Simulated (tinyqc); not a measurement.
Worked calculation: field-effect mobility of a thin-film transistor with band-tail and deep states (multiple trapping). Computed by tinyqc, a small Python program that keeps every step. Command: `OMP_NUM_THREADS=1 python tinyqc.py 3027927 3027928 out.jsonl tft walk`. One thread of a shared host (Intel(R) Xeon(R) Processor @ 2.30GHz), about 0.04 s of CPU time with the checks. Intermediate numbers are printed to about 7 digits and carried at full precision; extremes and crossings named in words are read from the listed rows.

A thick film in accumulation at small drain voltage. Only free electrons move; trapped ones still screen the gate. N_c and mu_0 are held fixed when T changes, leaving out the T^(3/2) growth of N_c. x = E_0 - psi is the distance of the Fermi level below the band edge.

Inputs (values chosen for the exercise, modelled on amorphous In2O3):
```
quantity                                           value         unit
permittivity eps                                       9            -
effective density of states N_c                  3.8e+18       1/cm^3
band mobility mu_0                                    48   cm^2/(V s)
tail density at the edge g_t                     1.1e+20  1/(eV cm^3)
tail width E_t                                        32          meV
deep-state density g_d                           2.1e+16  1/(eV cm^3)
flat-band Fermi level below the edge, E_0            0.7           eV
equivalent oxide thickness t                          16           nm
surface band bending psi_s as a fraction of E_0     0.67            -
temperature T                                        300            K
```

Deep states: included.

Constants: k_B = 8.617333262e-05 eV/K; e = 1.602176634e-19 C; eps_0 = 8.8541878128e-12 F/m.

## Free and trapped densities

F_j(eta) = int_0^infinity x^j/(1 + exp(x - eta)) dx, without a gamma-function factor. Integrals over x = E/(k_B T) use 160 Gauss-Legendre points in u = sqrt(x) from 0 to sqrt(max(eta, 0) + 32). Free n(x) = N_c (2/sqrt(pi)) F_1/2(-x/k_B T), with F_1/2 from its two-term series in exp(-x/k_B T) for x >= 12 k_B T; tail n_t(x) = int_0^1.2eV g_t exp(-E/E_t)/(1 + exp((x - E)/k_B T)) dE, E counted down from the edge, 120 Gauss-Legendre points; deep charge g_d psi; space charge rho(psi) = n + n_t + g_d psi less its value at psi = 0.

Local densities at x = 0.4, 0.3, 0.2, 0.15, 0.1, 0.05, 0 and -0.05 eV:
```
x (eV)    n (1/cm^3)  n_t (1/cm^3)  n/(n + n_t)
0.40    7.245683e+11  5.583464e+13    0.0128108
0.30    3.467401e+13  1.199966e+15    0.0280843
0.20    1.659069e+15  2.392224e+16    0.0648547
0.15    1.146651e+16  1.002697e+17    0.1026213
0.10    7.882669e+16  3.832922e+17    0.1705766
0.05    5.232603e+17  1.205892e+18    0.3026109
0.00    2.907559e+18  2.538878e+18    0.5338460
-0.05   1.036684e+19  3.311757e+18    0.7578877
```

E_t/k_B T = 1.24: deep in the tail n_t follows exp(-x/E_t), more slowly than n, so the free share grows as the Fermi level rises.

## One gate voltage

Poisson: F(psi) = sqrt((2 e/(eps eps_0)) int_0^psi rho dpsi'); V_G - V_FB = psi_s + eps F(psi_s) t/3.9; free sheet density N_f = int (n - n(E_0))/F dpsi; induced sheet density N_i = eps eps_0 F(psi_s)/e; trapezoid rule on 301 even points in psi, the first interval left out of N_f. mu_eff = mu_0 N_f/N_i; field-effect mobility mu_FE = mu_0 e (dN_f/dV_G)/C_ox and swing S = dV_G/dlog10(N_f), by a central difference of +/- 2 mV in psi_s; C_ox = 3.9 eps_0/t.

surface field = 32.58971 kV/cm

V_G - V_FB = 0.5893312 V

free sheet density N_f = 4.334329e+08 1/cm^2

induced sheet density N_i = 1.620919e+11 1/cm^2

effective mobility mu_eff = 0.1283518 cm^2/(V s)

field-effect mobility mu_FE = 0.3764818 cm^2/(V s)

swing S = 94.53643 mV/decade

0.27 % of the induced charge is free. mu_FE exceeds mu_eff because the free share is still growing with V_G. The swing is 1.59 times the ideal ln(10) k_B T/e.

## Transfer curve

The formulas are those given above.

Against the band bending:
```
psi_s (V)  V_G - V_FB (V)  N_f (1/cm^2)  mu_eff (cm^2/(V s))  mu_FE (cm^2/(V s))  S (mV/decade)
0.24             0.297594  1.348598e+05         8.343757e-05        1.311362e-04         84.447
0.35             0.434252  6.190161e+06         2.618072e-03        6.279606e-03         80.950
0.43             0.535811  1.078750e+08         3.632870e-02        1.048302e-01         84.504
0.50             0.637989  1.284523e+09         3.317083e-01        9.222071e-01        114.367
0.56             0.774205  9.326922e+09         1.551556e+00        3.388519e+00        225.956
0.62             1.042310  5.391008e+10         4.548799e+00        8.449498e+00        523.706
0.66             1.358260  1.558275e+11         7.952165e+00        1.460425e+01        875.760
0.71             1.982364  5.172368e+11         1.448559e+01        2.622692e+01       1618.326
0.77             3.125362  1.569238e+12         2.374047e+01        3.734045e+01       3447.908
```

The steepest swing among the rows is 81 mV/decade, close to the estimate for deep states alone, ln(10)(k_B T/e)(1 + sqrt(e eps eps_0 g_d)/C_ox) = 74. mu_eff climbs from 8.3e-5 to 24, 49 % of mu_0 in the last row. Between rows 6 and 7 N_f scales as (V_G - V_FB - psi_s)^2.11; an exponential tail holding all the charge would give the larger of 1 and 2 E_t/k_B T - 1, here 1.48, and free charge alone 1; charge in deep states makes the exponent larger and lets it vary with V_G.

Checks made by the program: tail integral against adaptive quadrature (relative difference below 1e-10).
